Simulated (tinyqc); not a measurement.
Raising U: Hubbard chain of 3 sites, mean field against exact. Computed by the program tinyqc. Collinear unrestricted mean field (the lowest of 40 random starts) against exact diagonalisation.

one-body matrix (hopping and site energies) (eV):
```
,1,2,3
1,0.0000,-1.9300,0.0000
2,-1.9300,0.0000,-1.9300
3,0.0000,-1.9300,0.0000
```

electrons, up and down: 2  1

Exact and mean-field results (eV):
```
U,U/t,E exact,E mean field,mean |n_up - n_down|,"double occupancy, exact",first gap in the sector
0.960,0.497,-4.88717,-4.86494,0.367,0.189,2.596
1.930,1.000,-4.36864,-4.28149,0.413,0.168,2.439
5.790,3.000,-2.86672,-2.39863,0.729,0.096,1.783
7.720,4.000,-2.38561,-1.86189,0.837,0.072,1.518
11.580,6.000,-1.75000,-1.26778,0.926,0.042,1.139
15.440,8.000,-1.36588,-0.95722,0.958,0.026,0.898
23.160,12.000,-0.93943,-0.64107,0.981,0.013,0.622
38.600,20.000,-0.57331,-0.38552,0.993,4.85e-03,0.381
```

Estimate the missing row, U = 3.86.

Computed row:
```
U        U/t   E exact  E mean field  mean |n_up - n_down|  double occupancy, exact  first gap in the sector
3.860  2.000  -3.51277      -3.21667                 0.556                    0.129                    2.100
```

In absolute terms mean field is worst at U/t = 4.0, 0.524 eV too high: at small U it is nearly exact, and at large U it misses only exchange-scale energies. Relative to the exact energy its error is 0.5 % at the smallest U, 33 % at most and 33 % at the largest. The double occupancy falls from 0.189 to 0.005; at the largest U the first gap is 0.99 times the exchange scale 4t^2/U.
